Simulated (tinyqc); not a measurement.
Three voltage laws: time-dependent dielectric breakdown: cell percolation, Weibull statistics, area scaling and voltage extrapolation. Computed by tinyqc, a small Python program. Command: `OMP_NUM_THREADS=1 python tinyqc.py 3030305 3030306 out.jsonl tddb walk`. One thread of a shared host (Intel(R) Xeon(R) Processor @ 2.30GHz), about 0.01 s of CPU time with the checks.

The oxide is divided into columns of area a^2, each holding m = t_ox/a cells (m is taken as continuous). A share lambda(t) = (t/t_1)^alpha of the cells is defective, and a column whose cells are all defective breaks down.

Inputs (values chosen for the exercise, for a model gate oxide):
```
quantity                                                   value  unit
oxide thickness t_ox                                         4.9    nm
defect cell size a                                          0.94    nm
exponent alpha of defect growth                              0.3     -
time t_1 at which the occupied share would reach 1       1.4e+07     s
test area A                                                    1  um^2
product area A_u                                          200000  um^2
stress voltage V                                            6.78     V
use voltage V_u                                              3.8     V
local exponent n = -d ln t/d ln V at the stress voltage       38     -
activation energy E_a                                        0.6    eV
stress temperature T                                         105     C
use temperature T_u                                           85     C
allowed failure fraction F                                 1e-06     -
```

Voltage law used: 1/E.

Constants: k_B = 8.617333262e-05 eV/K.

Method:
- Failure fraction F = 1 - (1 - lambda^m)^N with N = A/a^2 columns, which for small lambda^m is 1 - exp(-(t/t63)^beta) with beta = alpha m and t63 = t_1 N^(-1/beta); critical share lambda(t63) = N^(-1/m). 1 um^2 = 1e6 nm^2.
- All three voltage laws share the slope n at the stress voltage. Factor t(V_u)/t(V): E law exp(n (1 - V_u/V)); 1/E law exp(n (V/V_u - 1)); power law (V/V_u)^n.
- Temperatures in kelvin are T(C) + 273.15.
- Temperature factor exp[(E_a/k_B)(1/T_u - 1/T)]; area factor (A/A_u)^(1/beta); percentile factor (-ln(1 - F))^(1/beta); life = t63 x all four; 1 year = 3.15576e7 s.
- Life = t63 x voltage, temperature, area and percentile factors, the last three as above.

projected life = 86.6827 years

voltage factor = 8.74935e+12

Log10 of the life in years:
```
V_u/V  V_u (V)    E law  1/E law  power law
1.00     6.780  -11.004  -11.004    -11.004
0.95     6.441  -10.179  -10.135    -10.158
0.90     6.102   -9.354   -9.170     -9.265
0.80     5.424   -7.703   -6.878     -7.321
0.70     4.746   -6.053   -3.931     -5.118
0.60     4.068   -4.403   -0.002     -2.574
0.50     3.390   -2.752    5.499      0.435
0.40     2.712   -1.102   13.751      4.118
```

What does the comparison show, and why?

At V_u/V = 0.9 the laws differ by 0.18 decades at most, and at 0.5 by 8.3. The E law is the most cautious and the 1/E law the most hopeful. Ten years are reached at V_u/V = 0.273 (E), 0.579 (1/E), 0.483 (power). Caution: t_1 is an input here; in a real oxide it changes with thickness at fixed voltage. Caution: a voltage factor of more than nine decades rests wholly on the chosen law and cannot be tested. Caution: the rows at low voltage extrapolate over many decades and cannot be tested.
